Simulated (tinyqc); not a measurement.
Decay of LO phonons and the hot-phonon bottleneck in the cooling of electrons: one step, computed by the program tinyqc.

n(E, T) = 1/(exp(E/(k_B T)) - 1) is the Bose occupation. Electrons have a temperature T_e; the LO modes within their reach share one occupation N; the decay products stay at the lattice temperature.

Question. Spontaneous emission time. Froehlich coupling alpha = (e^2/(4 pi eps_0)) (1/eps_inf - 1/eps_s) k_0/(2 hbar omega), k_0 = sqrt(m* hbar omega/(hbar^2/(2 m_0))); emission time tau_sp = hbar/(2 alpha hbar omega); bottleneck ratio r = (n/N_m) tau/tau_sp.

Inputs (values chosen for the exercise, modelled on indium phosphide):

| quantity | value | unit |
|---|---|---|
| LO energy hbar omega | 44 | meV |
| lattice temperature T | 300 | K |
| electron mass m* | 0.0828 | m_0 |
| eps_inf | 9.65 | - |
| static dielectric constant eps_s | 12.1 | - |
| electron density n | 2e+17 | 1/cm^3 |
| density of LO modes that the electrons reach, N_m | 9.6e+19 | 1/cm^3 |

Decay channel: two unequal phonons (Ridley).

phonon lifetime tau = 2.886700 ps

Constants: e^2/(4 pi eps_0) = 14.39964548 eV angstrom; hbar^2/(2 m_0) = 3.80998212 eV angstrom^2; hbar = 6.582119569e-16 eV s.

Give: alpha; emission time tau_sp; bottleneck ratio r.

Answer.

alpha = 0.10617

emission time tau_sp = 70.450 fs

bottleneck ratio r = 0.085365

r compares the rate at which electrons exchange quanta with a mode to its decay rate. Decay is much faster: hardly any bottleneck.
